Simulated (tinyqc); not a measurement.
Mass and gap go together: armchair graphene nanoribbon in tight binding.

An armchair ribbon of N dimer lines, width (N - 1) sqrt3 acc/2, period 3 acc, one pz orbital a site. In line n, A_n binds to B_n with -t exp(ik/3), times (1 + d) in the two edge lines, and to B_(n-1) and B_(n+1) with -t exp(-ik/6); k runs from -pi to pi. For d = 0 the modes across the ribbon are sin(n p pi/(N + 1)), p = 1 to N, with E = -/+ t sqrt(1 + 4 c^2 + 4 c cos(k/2)), c = cos(p pi/(N + 1)).

Constants: hbar^2/2m0 = 3.80998211 eV angstrom^2.

Parameters, chosen for this exercise (near those used for graphene; not measured data): t = 2.54 eV (hopping); acc = 1.42 angstrom (bond length); d1 = 0.16 (edge correction); N0 = 5 (first width).

Nine widths from N0 on. Lowest conduction band for d = d1: m/m0 = c q^2/(E(q) - E(0)) with q = h/(3 acc), h = 0.001, c = hbar^2/2m0. Dirac rule: m = Eg/(2 v^2), that is m/m0 = c Eg/(hbar v)^2 with hbar v = 3 t acc/2.

Masses:

| N | gap (eV) | mass (m0) | Dirac rule (m0) |
|---|---|---|---|
| 5 | 0.3902 | 0.0474 | 0.0508 |
| 6 | 0.9865 | 0.0984 | 0.1284 |
| 7 | 1.5252 | 0.2447 | 0.1985 |
| 8 | 0.2565 | 0.0320 | 0.0334 |
| 9 | 0.6927 | 0.0742 | 0.0902 |
| 10 | 1.0919 | 0.1643 | 0.1421 |
| 11 | 0.1911 | 0.0241 | 0.0249 |
| 12 | 0.5337 | 0.0596 | 0.0695 |
| 13 | 0.8498 | 0.1237 | 0.1106 |

The ratio of mass to the Dirac rule runs from 0.77 (N = 6) to 1.23 (N = 7). Its mean is 0.82 for N = 3p, 1.17 for 3p+1 and 0.95 for 3p+2: the lowest modes of 3p and 3p+1 lie on opposite sides of the Dirac point, where the velocity along the ribbon differs. The largest gap (N = 7) and the heaviest mass (N = 7) belong to one ribbon.

tinyqc: `OMP_NUM_THREADS=1 python tinyqc.py 1481825 1481826 out.jsonl`; about 0.03 s, one thread, shared Intel(R) Xeon(R) Processor @ 2.30GHz.
